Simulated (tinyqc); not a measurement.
Averaged masses of warped heavy- and light-hole bands: one step. Effective density of states. Three cases, with inputs chosen for the exercise.

Task: Nv = 2 (kT/(4 pi c))^(3/2) [m_h^(3/2) + m_l^(3/2) + mso^(3/2) exp(-Dso/kT)], c = hbar^2/2m0, parabolic bands, m_h and m_l the density-of-states masses from the grid; 1 angstrom^-3 = 1e24 cm^-3.

Constants: kB = 8.617333262e-05 eV/K; hbar^2/2m0 = 3.80998211 eV angstrom^2.

Give: prefactor; the three terms; Nv; shares.

Case 1.

Values chosen (out of a larger set: near those of InAs; not measured data): mso = 0.085 m0 (split-off mass); Dso = 0.387 eV (spin-orbit splitting); T = 400 K (temperature).

m_d heavy, light (m0): 0.484357  0.026415

Result:

prefactor = 3.8635e+19 cm^-3

the three terms: 0.33709  0.00429  0.00000

Nv = 1.319e+19 cm^-3

shares (%): 98.7  1.3  0.0

kT/Dso = 0.09, small enough for the four-band form.

Case 2.

Values chosen (out of a larger set: near those of InP; not measured data): mso = 0.211 m0 (split-off mass); Dso = 0.109 eV (spin-orbit splitting); T = 300 K (temperature).

m_d heavy, light (m0): 0.827745  0.112319

Result:

prefactor = 2.5094e+19 cm^-3

the three terms: 0.75309  0.03764  0.00143

Nv = 1.988e+19 cm^-3

shares (%): 95.1  4.8  0.2

kT/Dso = 0.24: thermal holes reach energies comparable with Dso, where the four-band form fails and the true Nv is larger.

Case 3.

Values chosen (out of a larger set: near those of Ge; not measured data): mso = 0.092 m0 (split-off mass); Dso = 0.286 eV (spin-orbit splitting); T = 300 K (temperature).

m_d heavy, light (m0): 0.381370  0.042391

Result:

prefactor = 2.5094e+19 cm^-3

the three terms: 0.23552  0.00873  0.00000

Nv = 6.129e+18 cm^-3

shares (%): 96.4  3.6  0.0

kT/Dso = 0.09, small enough for the four-band form.

Computed by tinyqc, one run a case: `OMP_NUM_THREADS=1 python tinyqc.py N N+1 out.jsonl` with N = 1050789, 1051189, 1051385; one thread of a shared Intel(R) Xeon(R) Processor @ 2.30GHz, about 0.02 s a run at most.
